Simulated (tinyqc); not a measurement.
A ladder of methods, and size consistency: correlation methods against full CI in the sto-3g basis, for BeH2, spin multiplicity 1. Computed by the program tinyqc with PySCF. All electrons correlated; +Q is the Davidson correction (1 - c0^2) E_corr. The last columns treat two copies 100 angstrom apart as one system. FCI is the lowest singlet.

Geometry (angstrom):
```
atom       x        y       z
Be    0.0000   0.0000  0.0000
H     0.0000   1.3420  0.1140
H     0.0000  -1.3420  0.1140
```

RHF energy of one = -15.557953 hartree

Correlation energies (hartree):
```
method   E_corr of one  share of FCI (%)  E_corr of two at 100 angstrom  two minus twice one (mhartree)
MP2          -0.023685           66.1198                      -0.047371                          0.0000
CISD         -0.035025           97.7742                      -0.068267                          1.7823
CISD+Q       -0.035965          100.3998                      -0.071648                          0.2831
CCSD         -0.035411           98.8536                      -0.070823                          0.0000
CCSD(T)      -0.035630           99.4650                      -0.071261                          0.0000
FCI          -0.035822          100.0000                              -                               -
```

What does the comparison show, and why?

MP2 recovers 66 %, CISD 97.8 % and CCSD 98.9 % of the FCI value (c0^2 = 0.973 in CISD). MP2 and coupled cluster are size consistent, so their last column vanishes; CISD loses 1.78 mhartree, since a double excitation on each copy is a quadruple of the pair, and the Davidson correction leaves +0.28.
